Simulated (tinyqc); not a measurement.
Joule-heated wire on a substrate, fin equation: one step of the calculation.

A wire of length L loses heat along itself to two contacts and sideways to the substrate: kap A theta'' - g theta + p = 0 with theta = T - T0 and p(x) = p0 exp(-((x/L - x0)/sg)^2/2). Each end passes the heat flow theta/Rc to its contact. Constant conductivity, diffusive heat flow.

Task. The tridiagonal system. Nodes x_i = i h, h = L/10; box widths w_i = h (h/2 at the ends); c = kap A/h; equation of node i: -c theta_(i-1) + d_i theta_i - c theta_(i+1) = b_i with d_i = 2 c + g w_i, b_i = p(x_i) w_i; at the end nodes d = c + g h/2 + 1/Rc and the missing neighbour is dropped.

Parameters, values chosen for the exercise:
- kap = 11 W/(m K) (conductivity along the wire)
- A = 52 nm^2 (cross-section)
- g = 0.19 W/(m K) (conductance per length to the substrate)
- L = 140 nm (length between the contacts)
- Rc = 42 K/uW (thermal resistance of each contact)
- p0 = 0.025 uW/nm (peak heating per length)
- x0 = 0.79 (place of the hot spot as a share of L)
- sg = 0.13 (width of the hot spot as a share of L)

Wanted: c; d; b.

Result.

c = 0.04086 uW/K

```
node	d (uW/K)	b (uW)
0	0.06600	1.675e-9
1	0.08437	2.671e-7
2	0.08437	1.179e-5
3	0.08437	2.878e-4
4	0.08437	0.003888
5	0.08437	0.02907
6	0.08437	0.1203
7	0.08437	0.2754
8	0.08437	0.3490
9	0.08437	0.2447
10	0.06600	0.04747
```

Numbers from tinyqc (`OMP_NUM_THREADS=1 python tinyqc.py 2520120 2520121 out.jsonl`; about 0.01 s on one thread of a shared Intel Xeon 2.30GHz).
